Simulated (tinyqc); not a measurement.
Energy and delay of logic against supply voltage: energy and delay against supply voltage.

One expression serves below and above threshold: I(Vg) = Ik [ln(1 + exp((Vg - VT + dd V)/(al nf Vt)))]^al, with I_on = I(V) and I_off = I(0). Gate delay td = kd C V/I_on, clock period LD td. Per gate and cycle the switching energy is act C V^2 and the leakage energy I_off V LD td. No short-circuit current, no variation. Minima are sought above 0.09 V; below a few Vt gates no longer switch and the model has no meaning.

EDP = energy times td.

Parameters, values chosen for the exercise; values of the order met in logic technologies:
- T = 330 K (temperature)
- VT = 0.38 V (threshold voltage at zero drain bias)
- nf = 1.4 (slope factor)
- dd = 0.05 (barrier lowering per volt of supply)
- Ik = 1.2 uA (specific current of a gate)
- al = 1.81 (exponent of the current law)
- C = 0.34 fF (load capacitance of a gate)
- kd = 1 (delay factor)
- LD = 60 (logic depth)
- act = 0.2 (activity factor)

Constants: q = 1.602176634e-19 C, kB = 1.380649e-23 J/K, Vt = kB T/q. Results are converted to the units shown.

Energy and delay against supply voltage:
```
V (V)  I_on (uA)  I_off (nA)  td (ps)  switching (aJ)  leakage (aJ)  energy (aJ)  EDP (fJ ps)
0.15    0.004309      0.1032  1.183e4           1.530         10.99        12.52        148.1
0.27     0.08575      0.1199     1071           4.957         2.079        7.036        7.532
0.38      0.8633      0.1376    149.7           9.819        0.4695        10.29        1.540
0.5        4.747      0.1599    35.82           17.00        0.1718        17.17       0.6150
0.62       13.34      0.1858    15.80           26.14        0.1092        26.25       0.4147
0.73       25.13      0.2132    9.877           36.24       0.09222        36.33       0.3588
0.85       41.82      0.2477    6.910           49.13       0.08729        49.22       0.3401
0.97       62.25      0.2878    5.298           63.98       0.08874        64.07       0.3395
1.08       84.10      0.3302    4.366           79.32       0.09341        79.41       0.3467
1.2        111.2      0.3835    3.668           97.92        0.1013        98.02       0.3595
```

td falls from 11800 to 3.67 ps; the energy goes from 12.5 through a minimum of 7.04 (at V = 0.27 V among the rows listed) to 98.0 aJ and the EDP goes from 148 through a minimum of 0.339 (at V = 0.97 V among the rows listed) to 0.360 fJ ps. The exact minima lie at V = 0.261 V for the energy and 0.913 V for the EDP. Going from 1.2 V to the energy minimum saves a factor of 14.0 in energy and costs a factor of 350 in delay. Below the minimum the leakage energy rises faster than the switching energy falls, because the clock period grows so steeply.

Computed by the program tinyqc: `OMP_NUM_THREADS=1 python tinyqc.py 2082101 2082102 out.jsonl`, one thread of a shared Intel Xeon 2.30GHz, about 0.01 s for the whole run.
